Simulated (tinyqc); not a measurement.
## Short-channel transistor, virtual-source model with series resistance: effect of the channel length on the on and off currents

The current per gate width is the charge at the top of the source barrier (the virtual source) times its velocity times a saturation function; al and be are fitting constants of the model. Units: I in uA/um, Rs in ohm um, so I Rs = 1e-6 I Rs in volts; Q in uC/cm^2, so I = 1e-4 Q vx0 Fsat with vx0 in cm/s.

Intrinsic voltages Vg' = Vgs - I Rs, Vd' = Vds - 2 I Rs. n = n0 + nd Vd', VT = VT0 - dl Vd', Ff = 1/(1 + exp((Vg' - VT + al Vt/2)/(al Vt))), Q = Cinv n Vt ln(1 + exp((Vg' - VT + al Vt Ff)/(n Vt))), Vdsat = (vx0 L/mu)(1 - Ff) + Vt Ff, Fsat = u/(1 + u^be)^(1/be) with u = Vd'/Vdsat, and I = Q vx0 Fsat per width. I is solved self-consistently. Ion is I at Vgs = Vds = 1.2 V, Ioff at Vgs = 0, Vds = 1.2 V, and Rlin = Vds/I at Vgs = 1.2 V, Vds = 0.05 V. mu, vx0, VT0, dl and n0 are held fixed.

Values chosen for this exercise:
```
symbol,value,unit,meaning
T,300,K,temperature
Cinv,1.65,uF/cm^2,inversion capacitance
vx0,2.02e7,cm/s,velocity at the virtual source
mu,590,cm^2/(V s),apparent mobility
VT0,0.35,V,threshold at zero drain voltage
dl,0.036,V/V,drain-induced barrier lowering
n0,1.08,,subthreshold factor
nd,0.2,1/V,growth of n with drain voltage
al,3.5,,threshold shift (in units of Vt) from weak to strong inversion
be,2,,sharpness of saturation
Rs,70,ohm um,series resistance of each contact
```

Constants: q = 1.602176634e-19 C, kB = 1.380649e-23 J/K, Vt = kB T/q. Results are converted to the units shown.

Result of one run:

| L (nm) | Ion (uA/um) | Ioff (nA/um) | log10(Ion/Ioff) | Rlin (ohm um) |
|---|---|---|---|---|
| 85 | 2284 | 174.4 | 4.117 | 244.7 |

What becomes of these results when the channel length L is changed from 85 to 36 nm, all else the same?

Result of the changed run:

| L (nm) | Ion (uA/um) | Ioff (nA/um) | log10(Ion/Ioff) | Rlin (ohm um) |
|---|---|---|---|---|
| 36 | 2363 | 174.4 | 4.132 | 184.7 |

The whole series:

| L (nm) | Ion (uA/um) | Ioff (nA/um) | log10(Ion/Ioff) | Rlin (ohm um) |
|---|---|---|---|---|
| 10 | 2380 | 174.5 | 4.135 | 152.5 |
| 15 | 2378 | 174.5 | 4.135 | 158.7 |
| 24 | 2373 | 174.4 | 4.134 | 169.9 |
| 36 | 2363 | 174.4 | 4.132 | 184.7 |
| 55 | 2338 | 174.4 | 4.127 | 208.0 |
| 85 | 2284 | 174.4 | 4.117 | 244.7 |
| 130 | 2178 | 174.4 | 4.097 | 299.4 |
| 200 | 1990 | 174.3 | 4.058 | 384.2 |

As L goes from 10 to 200 nm, Ion falls from 2380 to 1990 uA/um, Ioff stays near 174 nA/um and Rlin rises from 153 to 384 ohm um. Ion changes by a factor of 0.836 and Ioff by 0.999. Below threshold Vdsat is near Vt, so L and mu hardly reach the off current. At L = 200 nm the channel is long for this model, whose fixed vx0 belongs to short devices.

tinyqc, about 0.01 s, one thread, Intel Xeon 2.30GHz (shared host): `OMP_NUM_THREADS=1 python tinyqc.py 2380068 2380069 out.jsonl`
